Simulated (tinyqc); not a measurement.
Phonon polaritons: single-oscillator infrared dielectric function of a polar cubic crystal. Computed by tinyqc, a small Python program. Command: `OMP_NUM_THREADS=1 python tinyqc.py 3025838 3025839 out.jsonl infrared walk`. One thread of a shared host (Intel(R) Xeon(R) Processor @ 2.30GHz), about 0.01 s of CPU time with the checks.

One ion pair, charges +Z* and -Z*, in a cell of volume Omega = a^3/4. Frequencies omega are given as wavenumbers (1/cm); eps_s is the static dielectric constant.

Inputs (values chosen for the exercise, modelled on indium phosphide): lattice constant a = 5.869 angstrom; mass M_A = 114.82 u; mass M_B = 30.97 u; omega_TO = 302 1/cm; Born charge Z* = 2.59 e; eps_inf = 9.54.

Structure: zinc blende. Free carriers: absent.

Constants: nu for 1 eV/(angstrom^2 u) = 15.6333042 THz; 1 THz = 33.35640952 1/cm; e^2/(4 pi eps_0) = 14.39964548 eV angstrom.

Method. mu = M_A M_B/(M_A + M_B); ionic plasma term W^2 = 4 pi Z*^2 (e^2/(4 pi eps_0))/(Omega mu) in eV/(angstrom^2 u), turned into 1/cm by W = 15.6333042 x 33.35640952 x sqrt(W^2); omega_LO^2 = omega_TO^2 + W^2/eps_inf; eps_s = eps_inf + W^2/omega_TO^2; Szigeti charge 3 Z*/(eps_inf + 2); longitudinal (Callen) charge Z*/eps_inf. Transverse waves without damping obey Q^2 = omega^2 eps(omega), Q = wave vector/(2 pi) in 1/cm: eps_inf omega^4 - (eps_inf omega_LO^2 + Q^2) omega^2 + Q^2 omega_TO^2 = 0.

eps_s = 12.4759

omega_LO = 345.358 1/cm

Branches (1/cm):
```
Q      lower branch  upper branch  Q/sqrt(eps_s)  Q/sqrt(eps_inf)
110           31.10         345.8           31.1             35.6
320           89.59         349.3           90.6            103.6
640          171.78         364.3          181.2            207.2
1100         251.53         427.6          311.4            356.1
1600         281.79         555.2          453.0            518.0
2700         295.92         892.1          764.4            874.2
5300         300.53        1724.4         1500.5           1715.9
11000        301.66        3565.3         3114.3           3561.4
```

What follows from these numbers?

The lower branch starts as light slowed by sqrt(eps_s) (0.999 of that line) and ends at 0.999 omega_TO; the upper starts at 1.001 omega_LO and ends at 1.001 of the light line with eps_inf. No branch lies between omega_TO and omega_LO.
